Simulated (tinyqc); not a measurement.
# Changing the overall fraction x0

Model: regular and subregular solution with a miscibility gap. Computed by tinyqc, a small Python program. Command: `OMP_NUM_THREADS=1 python tinyqc.py 3002080 3002081 out.jsonl regsol sweep`. One thread of a shared host (Intel(R) Xeon(R) Processor @ 2.30GHz), about 0.02 s of CPU time with the checks.

Per mole of mixing sites: G(x) = x (1 - x) [L0 + L1 (1 - 2x)] + R T [x ln x + (1 - x) ln(1 - x)], x the fraction of B.

Inputs (values chosen for the exercise, for a model alloy):
```
quantity                      value    unit
interaction L0                 20.6  kJ/mol
size misfit eta = d ln a/dx  0.0078       -
asymmetry L1                    1.6  kJ/mol
temperature T                  1112       K
start value s0                 0.01       -
```

Source of L0: given.

Constants: R = 8.314462618 J/(mol K).

Method:
- L0 and eta are given.
- G' = L0 (1 - 2x) + L1 (1 - 6x + 6x^2) + R T ln[x/(1 - x)]; G'' = -2 L0 - 6 L1 (1 - 2x) + R T/[x (1 - x)].
- Common tangent: F1 = G'(x1) - G'(x2) = 0 and F2 = [G - x G'](x1) - [G - x G'](x2) = 0. Newton step: J = [[G''(x1), -G''(x2)], [-x1 G''(x1), x2 G''(x2)]], J dx = -F; a step that would leave 0 < x < 1 is halved until it stays inside. The start is x1 = s0, x2 = 1 - s0.
- Stop when the step is below 1e-12, or when x1 and x2 meet within 1e-5; residuals under 1e-7 are shown as 0.
- Inside the gap the B-rich phase has the fraction f = (x0 - x1)/(x2 - x1), and the gain is (1 - f) G(x1) + f G(x2) - G(x0); outside it one phase remains.

One run for each value:
```
overall fraction x0  fraction f of the B-rich phase  free energy of decomposition (J/mol)
0.05                                         0.0000                                 0.000
0.15                                         0.0000                                 0.000
0.25                                         0.1174                               -19.763
0.35                                         0.3010                               -72.507
0.45                                         0.4846                               -95.138
0.55                                         0.6682                               -72.397
0.65                                         0.8518                               -23.482
0.75                                         1.0000                                 0.000
0.85                                         1.0000                                 0.000
0.95                                         1.0000                                 0.000
```

Over the rows, fraction f of the B-rich phase rises from 0 to 1.00, flat over part of the range; free energy of decomposition (J/mol) goes from 0 through a minimum among these rows, -95.1 at 0.450, to 0.

Extremes, crossings and ranges named in words are read from the listed rows.
